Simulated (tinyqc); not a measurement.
# Two-step dopant diffusion (predeposition and drive-in) with a constant diffusivity, step by step

A worked calculation. Computed by tinyqc, a small Python program that keeps every step. Command: `OMP_NUM_THREADS=1 python tinyqc.py 3007130 3007131 out.jsonl dopdiff walk`. One thread of a shared host (Intel(R) Xeon(R) Processor @ 2.30GHz), about 0.06 s of CPU time with the checks. Intermediate numbers are printed to about 6 digits and carried at full precision; extremes and crossings named in words are read from the listed rows.

Fick diffusion into a half space x > 0 whose background doping C_B is of the opposite type, so that a junction lies where C = C_B.

Inputs (values chosen for the exercise, modelled on antimony in silicon):
```
quantity,value,unit
prefactor D0,5.39,cm^2/s
activation energy E,3.89,eV
surface concentration C_s,4.1e+18,1/cm^3
background doping C_B,2.8e+16,1/cm^3
predeposition temperature T1,975,C
predeposition time t1,60,min
drive-in temperature T2,1200,C
drive-in time t2,90,min
mean mobility in the layer mu,110,cm^2/(V s)
ramp rate,10,C/min
stand-by temperature,700,C
```

Furnace ramps of the drive-in: linear ramps.

Constants: k_B = 8.617333262e-05 eV/K; e = 1.602176634e-19 C.

## Diffusivities

D = D0 exp(-E/(k_B T)). Temperatures in kelvin are T(C) + 273.15. Times in seconds are 60 times the minutes.

D1 = 1.05816e-15 cm^2/s

D2 = 2.65186e-13 cm^2/s

product D1 t1 = 3.80939e-12 cm^2

## Thermal budget with ramps

One ramp between the stand-by temperature and T2 adds int D dT / rate (40-point Gauss-Legendre); the usual estimate counts it as an extra time k_B T2^2/(E rate) at T2. (Dt)2 = D2 t2 + two ramps, times in seconds.

budget of one ramp = 7.19337e-11 cm^2

estimated extra time of one ramp = 4.80748 min

drive-in budget (Dt)2 = 1.57587e-09 cm^2

The integral equals 4.52 min at T2, against the estimate 4.81 min; both ramps make 9.1 % of the budget.

## Predeposition

C = C_s erfc(x/(2 sqrt(D1 t1))); dose Q = 2 C_s sqrt(D1 t1/pi); the junction solves erfc(z) = C_B/C_s with x_j = 2 z sqrt(D1 t1).

dose Q = 9.02956e+12 1/cm^2

z = 1.91276

junction depth after predeposition = 0.0746653 um

## Drive-in as a Gaussian

With a sealed surface and a thin source, C = Q/sqrt(pi (Dt)2) exp(-x^2/(4 (Dt)2)); x_j = 2 sqrt((Dt)2 ln(C(0)/C_B)); gradient at the junction |dC/dx| = C_B x_j/(2 (Dt)2).

surface concentration C(0) (Gaussian) = 1.28331e+17 1/cm^3

junction depth x_j = 0.979616 um

gradient at the junction = 8.70289e+20 1/cm^4

The drive-in moves the junction from 0.0747 to 0.980 um and lowers the surface value by a factor 31.9.

## Sheet resistance

Net dose Q_net = Q erf(x_j/(2 sqrt((Dt)2))) - C_B x_j; R_s = 1/(e mu Q_net), with every dopant ionised and one mobility.

net dose = 5.55528e+12 1/cm^2

sheet resistance R_s (Gaussian) = 10213.9 ohm/square

## Exact junction depth

Exact two-step profile: C = (2 C_s/pi) int_0^alpha exp(-beta (1 + u^2))/(1 + u^2) du with alpha = sqrt(D1 t1/(Dt)2), beta = x^2/(4 (D1 t1 + (Dt)2)). The integral takes 48 Gauss-Legendre points; solve C(x) = C_B.

exact junction depth = 0.980145 um

## Gaussian against the exact two-step profile

Gaussian: C = Q/sqrt(pi (Dt)2) exp(-x^2/(4 (Dt)2)). Depths are fractions of the Gaussian x_j.

Profiles:
```
x/x_j,x (um),Gaussian (1/cm^3),exact (1/cm^3),ratio
0.0,0.00000,1.28331e+17,1.28228e+17,1.00081
0.2,0.19592,1.20749e+17,1.20664e+17,1.00071
0.4,0.39185,1.00587e+17,1.00546e+17,1.00041
0.6,0.58777,7.41838e+16,7.41895e+16,0.99992
0.8,0.78369,4.84374e+16,4.84743e+16,0.99924
1.0,0.97962,2.80000e+16,2.80461e+16,0.99836
1.2,1.17554,1.43299e+16,1.43689e+16,0.99728
```

With D1 t1/(Dt)2 = 0.0024, the Gaussian is 0.081 % high at the surface and 0.16 % low at its own junction; the exact junction lies at 0.9801 um, 0.054 % deeper. The dose is the same, but the real source already has a width, which is negligible here.

Checks made by the program: exact profile against the direct convolution of the erfc with the Gaussian kernel (relative difference below 1e-10).
